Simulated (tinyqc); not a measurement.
Energy and lattice constant: complex band structure along [001] in sp3s* tight binding.

For k = (0, 0, kz) the phase sums are g0 = cos(phi) and g3 = i sin(phi), phi = kz a/4, and the s, pz, s* orbitals of anion (a) and cation (c) decouple from px, py. With z = exp(i phi), H(z) = H0 + z T + T^T/z for any complex z. H0 is diagonal (Esa, Epa, Exa, Esc, Epc, Exc). The anion-cation block is B(z) = z U + W/z and the cation-anion block z W^T + U^T/z, where U has Vss/2 (s,s), Vsapc/2 (s,z), -Vscpa/2 (z,s), Vxx/2 (z,z), Vxapc/2 (s*,z), -Vpaxc/2 (z,s*), and W has the same values with the s-z and s*-z signs reversed. |z| = 1 is a band state, |z| < 1 decays along [001] as exp(-kappa d) over a distance d, kappa = -(4/a) ln|z|. No spin-orbit coupling.

Inputs chosen for the exercise (out of a larger set: near a published set for Ge, fitted to gaps, whose masses and valley positions are rough (light masses up to twice too heavy); not measured data):
```
symbol  value                                                                                           unit      meaning
p       (-5.902, 1.609, -5.902, 1.609, 6.436, 6.436, -6.825, 1.607, 4.935, 5.449, 5.449, 5.209, 5.209)  eV        order Esa, Epa, Esc, Epc, Exa, Exc, Vss, Vxx, Vxy, Vsapc, Vscpa, Vxapc, Vpaxc
a       5.656                                                                                           angstrom  lattice constant
dE      0.23                                                                                            eV        E - Ev
```

The slowest root of the s-pz block and the heavy-hole branch, sinh^2(kappa a/4) = ((E - Epa)(E - Epc) - Vxx^2)/(Vxx^2 - Vxy^2), at E = Ev + dE with Ev the lower root of [[Epa, Vxx], [Vxx, Epc]]; the couplings are kept when a changes.

One parameter was then changed.

Results before and after:
```
case     slowest kappa (1/angstrom)  heavy-hole kappa (1/angstrom)
base                         0.0502                         0.1249
changed                      0.0488                         0.1213
```

Which of these changes was made? (a) a = 5.826 angstrom; (b) dE = 0.2 eV.
Answer: (a) a = 5.826 angstrom. Of the candidates, run in turn, only this one gives the changed row.

All candidates:
```
case                slowest kappa (1/angstrom)  heavy-hole kappa (1/angstrom)
base                                    0.0502                         0.1249
dE = 0.2 eV                             0.0477                         0.1171
a = 5.826 angstrom                      0.0488                         0.1213
```

With the couplings fixed, kappa a stays, so kappa scales as 1/a.

Program tinyqc; command `OMP_NUM_THREADS=1 python tinyqc.py 1481869 1481870 out.jsonl`; about 0.01 s on one thread of a shared Intel(R) Xeon(R) Processor @ 2.30GHz.
